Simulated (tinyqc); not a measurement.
Two-band tight binding of a puckered layer: sweeps and comparisons. A value that a table varies takes the place of the one given here.

With X = kx ax/2 and Y = ky ay/2: h = t2 + 2 cos(Y) (t1 exp(iX) + t3 exp(-iX)) + t5 exp(2iX), d = 4 t4 cos(X) cos(Y), H = [[d, h], [h*, d]], E = d -/+ |h|.

Constants: hbar^2/2m0 = 3.80998211 eV angstrom^2.

Values chosen for the exercise (near a published set for monolayer black phosphorus; the results hold for these values, not for the real material): ax = 4.38 angstrom (period along x (armchair)); ay = 3.33 angstrom (period along y (zigzag)); t1 = -1.203 eV (along the zigzag); t2 = 3.668 eV (across the pucker); t3 = -0.225 eV (second in the sheet); t4 = -0.104 eV (same sublattice); t5 = -0.053 eV (far across).

## Mass and optical strength against direction

masses (m0):
```
                x        y
electron  0.17486  0.84006
hole      0.19249  1.12651
```

chi = -4.51578 eV angstrom

Angle from x. 1/m(theta) = cos^2/mx + sin^2/my. Near Gamma only x-polarised light couples the bands, with strength chi^2 cos^2(theta), chi = ax (t1 - t3 + t5) = d Im(h)/dkx; the positions of the atoms inside the cell, which would change this dipole but not the masses, are left out. The last column is the transition energy at |k| = 0.1 1/angstrom from the full bands, less the gap.

Against angle:
```
theta (deg)  m_e (m0)  m_h (m0)  strength (eV^2 angstrom^2)  rise of the transition (eV)
0               0.175     0.192                       20.39                       0.3717
15              0.185     0.204                       19.03                       0.3533
30              0.218     0.243                       15.29                       0.3022
45              0.289     0.329                       10.20                       0.2305
60              0.431     0.509                        5.10                       0.1562
75              0.669     0.850                        1.37                       0.1000
85              0.816     1.086                        0.15                       0.0814
90              0.840     1.127                        0.00                       0.0790
```

The light-mass direction rules: at 45 degrees the electron mass is still 0.289, 1.66 times the value along x, against 4.8 times at 90 degrees. At |k| = 0.1 the transition has risen 4.7 times as much along x as along y.

## Closing the gap

t2 is lowered; h0 = t2 + 2 t1 + 2 t3 + t5, c = hbar^2/2m0. For h0 > 0 the gap is 2 h0 at Gamma. For h0 < 0 the bands touch at kx = 0, cos(Y) = -(t2 + t5)/(2 (t1 + t3)).

Against t2:
```
t2 (eV)  h0 (eV)  gap (eV)  electron mass along x (m0)  ky of the nodes (1/angstrom)
3.8        0.891     1.782                      0.1924                             -
3.6        0.691     1.382                      0.1649                             -
3.4        0.491     0.982                      0.1308                             -
3.2        0.291     0.582                      0.0878                             -
3.0        0.091     0.182                      0.0316                             -
2.8       -0.109     0.000                           -                        0.1665
2.6       -0.309     0.000                           -                        0.2820
2.4       -0.509     0.000                           -                        0.3641
```

The gap closes at t2 = 2.909 eV. On the way the mass along x falls with the gap and tends to 2 c h0/chi^2 as it closes, while that along y stays. Beyond it two Dirac nodes move apart along the zigzag direction, to ky = +/-0.364 1/angstrom in the last row. The mass formula is c/(ex + gx + chi^2/(2 h0)) with chi = ax (t1 - t3 + t5), gx = -ax^2 ((t1 + t3)/4 + t5/2), ex = -t4 ax^2/2.

## What each parameter does

Gap at Gamma and masses m/m0 = c q^2/|E(q) - E(0)| with q = 0.001 1/angstrom, c = hbar^2/2m0. Each row changes one parameter from the base and keeps the others.

Results:
```
case                 gap (eV)   m_e x   m_h x  m_e y  m_h y
base                   1.5180  0.1749  0.1925  0.840  1.127
t1 = -1.173 eV         1.6380  0.1910  0.2122  0.856  1.155
t2 = 3.698 eV          1.5780  0.1791  0.1976  0.840  1.127
t3 = -0.195 eV         1.6380  0.1781  0.1964  0.856  1.155
t4 = -0.074 eV         1.5180  0.1772  0.1897  0.872  1.074
t5 = -0.023 eV         1.5780  0.1882  0.2087  0.840  1.127
ax = 4.511 angstrom    1.5180  0.1649  0.1815  0.840  1.127
```

The largest shifts from the base row, up to three for each result and ties (the steps differ in size, so this ranks the rows, not the parameters). gap (eV): t1 +0.1200, t3 +0.1200, t5 +0.0600, t2 +0.0600; unchanged at the printed digits by t4 and ax. m_e x: t1 +0.0161, t5 +0.0133, ax -0.0100. m_h x: t1 +0.0198, t5 +0.0162, ax -0.0110. m_e y: t4 +0.032, t1 +0.016, t3 +0.016; unchanged at the printed digits by t2, t5 and ax. m_h y: t4 -0.053, t1 +0.028, t3 +0.028; unchanged at the printed digits by t2, t5 and ax.

Computed by tinyqc, a small Python program: `OMP_NUM_THREADS=1 python tinyqc.py 1451913 1451914 out.jsonl` (the numbers bound the seed that draws the inputs); one thread of a shared host (Intel(R) Xeon(R) Processor @ 2.30GHz), about 0.01 s for the whole set of steps.
